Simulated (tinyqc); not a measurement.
Input admittance of a MOSFET at zero drain bias: distributed channel and distributed gate: one step of the calculation.

Source and drain grounded, strong inversion, w = 2 pi f, Cox = eps0 eox/tox. The channel is an RC line of resistance 1/(mu Cox Vo) per square fed from both ends, so one finger has the intrinsic admittance y = i w Cox L tanh(g)/g per width, g = (1/2) sqrt(i w tau), tau = L^2/(mu Vo). The vertical resistance rv/L is in series with y, the overlaps 2 i w Cov in parallel: y_t = 1/(1/y + rv/L) + 2 i w Cov. The gate strip is a line of Rsh/L per length loaded by y_t, so a finger has Y = y_t Wf tanh(k)/k, k = (Wf/sd) sqrt(y_t Rsh/L); the device has Nf Y.

Task. Admittance of the channel and stack per width. tau, g, c = Cox L, y and y_t as defined.

Parameters, values chosen for the exercise; values of the order met in silicon radio-frequency transistors: relative permittivity of the gate insulator (close to aluminium oxide) eox = 9.16; insulator thickness tox = 15 nm; channel length L = 0.8 um; channel mobility mu = 420 cm^2/(V s); gate overdrive Vo = 0.49 V; vertical resistivity of the gate stack rv = 4.3 ohm um^2; overlap and fringe capacitance on each side Cov = 0.23 fF/um; frequency f = 4.6 GHz.

Constants: eps0 = 8.8541878128e-14 F/cm where lengths are in cm. Results are converted to the units shown.

Give: tau; g; c; y; y_t.

Result.

tau = 31.10 ps
g = 0.3352+0.3352i
c = 4.326 fF/um
y = 9.3+124.2i uS/um
y_t = 9.4+137.5i uS/um

w tau = 0.899, and Im y is 0.993 of w c.

Program tinyqc, `OMP_NUM_THREADS=1 python tinyqc.py 2262012 2262013 out.jsonl`; Intel Xeon 2.30GHz, shared host, one thread, about 0.01 s.
